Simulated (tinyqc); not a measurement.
Chemical vapour deposition: Grove model, boundary layer, depletion and step coverage: one step, computed by the program tinyqc.

A precursor diffuses to the surface and reacts there at first order; each molecule that reacts adds one formula unit of film.

Question. Step coverage in a trench. In a long trench of width w and depth l = aspect ratio x w: Knudsen diffusivity D_K = (2w) c/3 (hydraulic diameter 2w), combined as 1/D_e = 1/D_K + 1/D; D_e d2C/dz2 = 2 k_s C/w with D_e dC/dz = -k_s C at the floor. With m = sqrt(2 k_s/(w D_e)): C(floor)/C(top) = 1/[cosh(m l) + (k_s/(D_e m)) sinh(m l)].

Inputs (values chosen for the exercise, close to those used for polysilicon from silane): temperature T = 660 C; trench width w = 0.74 um; aspect ratio of the trench = 7.6.

Reactor: wafer stack, low pressure.

mean speed c = 78575.63 cm/s

gas diffusivity D = 11674.86 cm^2/s

surface rate constant k_s = 0.4655471 cm/s

Give: Knudsen diffusivity D_K; effective diffusivity D_e; modulus m l; step coverage.

Answer.

Knudsen diffusivity D_K = 3.876 cm^2/s

effective diffusivity D_e = 3.875 cm^2/s

modulus m l = 0.03205

step coverage = 0.9994

Caution: the hydraulic-diameter form of D_K is rough for a slit.
